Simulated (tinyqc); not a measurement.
Deep-level transient spectroscopy: two steps of the calculation.

Schottky contact on an n-type layer with shallow donors Nd (all ionised) and a donor-like deep trap, neutral when filled and positive when empty; depletion approximation. Traps within lam of the depletion edge stay filled. A long pulse to Vp fills the traps beyond x1 = Wp - lam; back at Vr those between x1 and x2 = Wr - lam emit. A rate window reads S = C(t2) - C(t1).

Parameters, values chosen for the exercise; material values close to those of indium phosphide: relative permittivity eps_r = 12.3; conduction-band density of states at 300 K Nc = 5.76e17 cm^-3; thermal velocity at 300 K vth = 4e7 cm/s; shallow donor density Nd = 1.8e15 cm^-3; built-in voltage Vbi = 0.62 V; depth of the trap below the conduction edge Et = 0.3 eV; capture cross-section sn = 4.8e-14 cm^2; trap density Nt = 4e12 cm^-3; reverse bias Vr = 6.7 V; reverse bias during the filling pulse Vp = 0.2 V; first sampling time t1 = 1 ms; second sampling time t2 = 2.5 ms; temperature of the transient T = 161 K.

Constants: q = 1.602176634e-19 C, kB = 1.380649e-23 J/K, eps0 = 8.8541878128e-14 F/cm where lengths are in cm. Results are converted to the units shown.

Task 1. Emission rate and rate window. Emission rate en = sn vth(T) Nc(T) exp(-Et/kB T) = sn g T^2 exp(-Et/kB T), g = vth Nc/(300 K)^2, as vth goes as T^0.5 and Nc as T^1.5 (degeneracy factor 1). For an exponential transient S peaks where en = ew = ln(t2/t1)/(t2 - t1).

Give: g; en; 1/en; ew.

Result 1.

g = 2.560e20 cm^-2 s^-1 K^-2
en = 129.5 1/s
1/en = 7.723 ms
ew = 610.9 1/s

Task 2. Widths. lam = sqrt(2 eps0 eps_r (EF - ET)/(q Nd)), EF - ET = Et - (kB T/q) ln(Nc(T)/Nd), Nc(T) = Nc (T/300 K)^1.5. In the steady state at the band bending V, 2 eps0 eps_r V/q = Nd W^2 + Nt (W - lam)^2 (the second term only if W > lam). V = Vbi + Vr gives Wr and V = Vbi + Vp gives Wp; x1 = max(Wp - lam, 0).

Wanted: lam; Wr; Wp; x1; x2; G = (x2^2 - x1^2)/Wr^2.

Result 2.

lam = 419.43 nm
Wr = 2349.5 nm
Wp = 786.78 nm
x1 = 367.35 nm
x2 = 1930.1 nm
G = (x2^2 - x1^2)/Wr^2 = 0.65039

Computed by the program tinyqc: `OMP_NUM_THREADS=1 python tinyqc.py 2050173 2050174 out.jsonl`, one thread of a shared Intel Xeon 2.30GHz, about 0.01 s for the whole run.
